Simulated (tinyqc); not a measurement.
Cell-based percolation model of oxide breakdown: one step of the calculation.

The oxide, of thickness n a, is cut into cubic cells. A cell is defective with the chance l = 1 - exp(-a^3 N), N = N1 (t/1 s)^al. A column of n defective cells breaks the oxide down, and the area holds M = A/a^2 independent columns: 1 - F = (1 - l^n)^M.

Question. The distribution. N, l, F and W = ln(-ln(1 - F)) at each time; the slope is taken between the end points.

Inputs (values chosen for the exercise): edge of a cell a = 0.8 nm; cells across the oxide n = 2; area A = 0.05 um^2; exponent of defect growth al = 0.43; defect density after 1 s N1 = 4.8e17 cm^-3.

t, point 0 to 6 (s): [0.011, 0.17, 2.4, 35, 230, 510, 1500]

Give: N; l; F; W; slope.

Answer.

N, point 0 to 6 (cm^-3): [6.903e16, 2.240e17, 6.994e17, 2.214e18, 4.975e18, 7.006e18, 1.114e19]
l, point 0 to 6: [3.534e-5, 1.147e-4, 3.580e-4, 0.001133, 0.002544, 0.003581, 0.005688]
F, point 0 to 6: [9.758e-5, 0.001027, 0.009965, 0.09542, 0.3968, 0.6328, 0.9202]
W, point 0 to 6: [-9.235, -6.880, -4.604, -2.300, -0.682, 0.002, 0.927]
slope = 0.8595

The slope is 0.056 % below n al, since l grows a little more slowly than N.

Numbers from tinyqc (`OMP_NUM_THREADS=1 python tinyqc.py 2070019 2070020 out.jsonl`; about 0.01 s on one thread of a shared Intel Xeon 2.30GHz).
